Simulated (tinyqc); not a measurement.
From results back to parameters: donors with valley-orbit split 1s states. Two cases, with inputs chosen for the exercise.

Problem. The electron density is given and ND is hidden.

Each donor binds at most one electron, in any of its states. For a site s, W_s = sum over its states of g exp(E/kT), and the ionised share is 1/(1 + W_s exp(eta)), eta = (EF - Ec)/kT; n = Nc F_1/2(eta); neutrality n + NA = ND x (mean ionised share); holes are neglected. Nc from N = 2 (m kB T/(4 pi c))^(3/2) with c = hbar^2/2m0, in 1/angstrom^3; times 1e24 for 1/cm^3, m = md. F_j(eta) = (1/Gamma(j + 1)) integral_0^infinity x^j dx/(1 + exp(x - eta)), which tends to exp(eta) for eta << 0.

Constants: hbar^2/2m0 = 3.80998211 eV angstrom^2; kB = 8.617333262e-05 eV/K.

Find: eta; mean ionised share; ND.

Method. n/Nc gives eta, eta and W_s give the ionised share, and ND = (n + NA)/share.

Case 1.

Values chosen (near those of Sb in Si; not measured data): md = 1.085 m0 (density-of-states mass of the conduction band); E = (41.6, 32.2, 29.6) meV (binding energies of 1s(A1), 1s(T2), 1s(E)); g = (2, 6, 4) (their degeneracies with spin); T = 250 K; NA = 0 1/cm^3 (compensating acceptors, all ionised).

n = 5.8924e+16 1/cm^3

Solution.

eta = -5.902
mean ionised share = 0.867
ND = 6.8e+16 1/cm^3

Case 2.

Values chosen (near those of P in Si; not measured data): md = 1.041 m0 (density-of-states mass of the conduction band); E = (44.1, 32.5, 31.3) meV (binding energies of 1s(A1), 1s(T2), 1s(E)); g = (2, 6, 4) (their degeneracies with spin); T = 250 K; NA = 0 1/cm^3 (compensating acceptors, all ionised).

n = 2.6872e+16 1/cm^3

Solution.

eta = -6.626
mean ionised share = 0.927
ND = 2.9e+16 1/cm^3

Computed by tinyqc, one run a case: `OMP_NUM_THREADS=1 python tinyqc.py N N+1 out.jsonl` with N = 1650262, 1650265; one thread of a shared Intel(R) Xeon(R) Processor @ 2.30GHz, about 0.01 s a run at most.
